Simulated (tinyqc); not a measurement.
# Internal photoemission over an interface barrier: threshold and yield against field

Electrons are excited from a metal over the barrier Phi(F) = P0 - sqrt(q F/(4 pi eps0 ei)), whose top lies at xm = sqrt(q/(16 pi eps0 ei F)). The yield is Y = A (hv - Phi)^p exp(-xm/l), with A = 1 here.

The yield is taken at hv = 1.71 eV.

Values chosen for this exercise; dielectric values close to those of zirconium oxide:

| symbol | value | unit | meaning |
|---|---|---|---|
| P0 | 1.41 | eV | barrier at zero field |
| ei | 4.77 |  | image-force permittivity |
| p | 2 |  | exponent of the yield |
| l | 4.2 | nm | scattering length in the image well |

Constants: q = 1.602176634e-19 C, eps0 = 8.8541878128e-14 F/cm where lengths are in cm. Results are converted to the units shown.

Results:
```
F (MV/cm)  sqrt(F) ((MV/cm)^0.5)  Phi (eV)  xm (nm)        Y
0.1                       0.3162     1.355    2.747  0.06550
0.19                      0.4359     1.334    1.993  0.08784
0.35                      0.5916     1.307    1.468   0.1144
0.64                      0.8000     1.271    1.086   0.1488
2.1                        1.449     1.158   0.5995   0.2640
3.9                        1.975     1.067   0.4399   0.3725
7.2                        2.683    0.9438   0.3238   0.5435
```

Estimate the missing row, F = 1.2 MV/cm.

Computed row:
```
F (MV/cm)  sqrt(F) ((MV/cm)^0.5)  Phi (eV)  xm (nm)       Y
1.2                        1.095     1.220   0.7930  0.1991
```

With this row back in the table: Phi is linear in sqrt(F) with slope -0.174 eV and intercept P0 = 1.41 eV. The yield grows by a factor of 8.30, of which 1.78 comes from less scattering, as xm shrinks from 2.75 to 0.324 nm, and the rest from the lower barrier. For F = 7.2 xm is within about two atomic layers of the interface, where the classical image potential fails.

Numbers from tinyqc (`OMP_NUM_THREADS=1 python tinyqc.py 2410016 2410017 out.jsonl`; about 0.01 s on one thread of a shared Intel Xeon 2.30GHz).
